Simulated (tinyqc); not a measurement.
Inside a calculation. Model: thermoelectric coefficients of one resonant level, Landauer integrals.

tinyqc, about 0.03 s, one thread, Intel Xeon 2.30GHz (shared host): `OMP_NUM_THREADS=1 python tinyqc.py 2800003 2800004 out.jsonl` Printed values are rounded.

Transmission X(x) = (g/2)^2/[(x - y)^2 + (g/2)^2] with x = (E - EF)/kB T, two spin channels. I_k = int X x^k w dx over all x, w = 1/(4 cosh^2(x/2)).

Parameters, values chosen for the exercise: temperature T = 4 K; full width of the level over kB T g = 1.1; level position (E0 - EF)/kB T y = 3; phonon heat conductance in units of pi^2 kB^2 T/(3 h) kp = 0.12.

Constants: q = 1.602176634e-19 C, kB = 1.380649e-23 J/K, h = 6.62607015e-34 J s. Results are converted to the units shown.

## Coefficients

converged I_0, I_1, I_2: 0.0970931  0.194613  0.566971

G = (2 q^2/h) I_0, S = -(kB/q) I_1/I_0, L/L0 = [I_2/I_0 - (I_1/I_0)^2]/(pi^2/3), K_e = (2 kB^2 T/h)(I_2 - I_1^2/I_0), ZT = G S^2 T/(K_e + K_ph), K_ph = kp pi^2 kB^2 T/(3 h).

G = 7.52286 uS
S = -172.726 uV/K
L/L0 = 0.553775
K_e = 0.407099 pW/K
ZT = 1.04222
ZT without phonons = 2.20525

The level lies above EF, so S is negative (electron-like). A level of zero width would give -(kB/q) y = -259 uV/K; S is 33 % below that in size.

## Two limits for S

Narrow level: S = -(kB/q) y. Mott formula: S = -(pi^2/3)(kB/q) d ln X/dx at x = 0 = -(pi^2/3)(kB/q) 2 y/[y^2 + (g/2)^2].

narrow-level S = -258.520 uV/K
Mott S = -182.853 uV/K

The integrals give -173 uV/K; the Mott value is 5.9 % above that in size.
